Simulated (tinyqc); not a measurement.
From current density J back to band mobility mu: space-charge-limited current through a thin insulating or semi-insulating film with traps. Computed by tinyqc, a small Python program. Command: `OMP_NUM_THREADS=1 python tinyqc.py 3022817 3022818 out.jsonl sclc inv`. One thread of a shared host (Intel(R) Xeon(R) Processor @ 2.30GHz), about 0.01 s of CPU time with the checks.

One ohmic injecting contact at x = 0 (field zero), drift only, non-degenerate free carriers.

Inputs (values chosen for the exercise, modelled on Si3N4):
```
quantity,value,unit
permittivity eps,7.5,-
effective density of states N_c,9.2e+19,1/cm^3
trap density N_t,4.6e+17,1/cm^3
"equilibrium Fermi level below the band edge, E_0",0.89,eV
thickness d,100,nm
"free density at the anode, in units of N_c",2e-09,-
temperature T,400,K
trap level E_t below the band edge,0.28,eV
```

Traps: single level.

Constants: k_B = 8.617333262e-05 eV/K; eps_0 = 8.8541878128e-12 F/m; e = 1.602176634e-19 C.

Method:
- Free density n_0 = N_c exp(-E_0/k_B T) in equilibrium; trapped density n_t(n) = N_t/(1 + n_1/n), n_1 = N_c exp(-E_t/k_B T).
- J = e mu n F and (eps eps_0/e) dF/dx = n - n_0 + n_t(n) - n_t(n_0) = rho(n). With F = J/(e mu n): d = (eps eps_0 J/(e^2 mu)) I_1 and V = (eps eps_0 J^2/(e^3 mu^2)) I_2, I_k = int_(n_L)^infinity dn/(n^(k+1) rho(n)), n_L the density at the anode; with u = n_L/n, 200 Gauss-Legendre points in t, u = 1 - (1 - t)^2.
- Anode field J/(e mu n_L); Mott-Gurney current (9/8) eps eps_0 mu V^2/d^3; ohmic current e n_0 mu V/d.

Question. A run gave the result below. Find the band mobility mu, known to lie between 0.064 and 0.15 cm^2/(V s).

current density J = 5.662967e-08 A/cm^2

Answer.

Each step takes the trial c = (a f_b - b f_a)/(f_b - f_a), f being the result less the target and a, b, c the logarithms of the listed values; c replaces end b, the old b replaces a if the sign of f changed, and otherwise f_a is halved.

Scan of the range:
```
band mobility mu (cm^2/(V s)),current density J (A/cm^2)
0.0640,2.98542e-08
0.0738,3.44256e-08
0.0850,3.96501e-08
0.0980,4.57142e-08
0.1130,5.27113e-08
0.1300,6.06413e-08
0.1500,6.99708e-08
```

False position (Illinois rule, in the logarithm of the input) inside the bracket:
```
step,end a,end b,trial,current density J (A/cm^2)
1,0.113000,0.130000,0.121102,5.64909e-08
2,0.130000,0.121102,0.121390,5.66250e-08
3,0.130000,0.121390,0.121409,5.66340e-08
4,0.121390,0.121409,0.121400,5.66297e-08
5,0.121409,0.121400,0.121400,5.66297e-08
```

Current density J rises at every point of a 13-point scan of the range (every second point is shown), so one value fits; it is bracketed by 0.113 and 0.130. The scan shows a pure power law with exponent 1.0000, so scaling from any one row also gives the answer directly. Answer: band mobility mu = 0.1214 cm^2/(V s).

Caution: V is below 10 k_B T/e, where diffusion from the contact, left out here, dominates.
